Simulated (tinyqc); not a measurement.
Polarisation charge from two barrier thicknesses.

Problem. Voff = phiB - dEc - q sigma d/(eps0 eb). Find sigma, phiB - dEc and the thickness at which Voff = 0.

Constants: q = 1.602176634e-19 C, eps0 = 8.8541878128e-14 F/cm where lengths are in cm. Results are converted to the units shown.

Voff at d = 17 and 33 nm (V): [-5.0572321, -10.487098]
eb = 9.207

Solution. Voff is a straight line in d: its slope is -q sigma/(eps0 eb) and its intercept phiB - dEc.

sigma = 1.727e13 cm^-2
phiB - dEc = 0.7120 V
thickness for Voff = 0 = 2.098 nm

Numbers from tinyqc (`OMP_NUM_THREADS=1 python tinyqc.py 2180021 2180022 out.jsonl`; about 0.01 s on one thread of a shared Intel Xeon 2.30GHz).
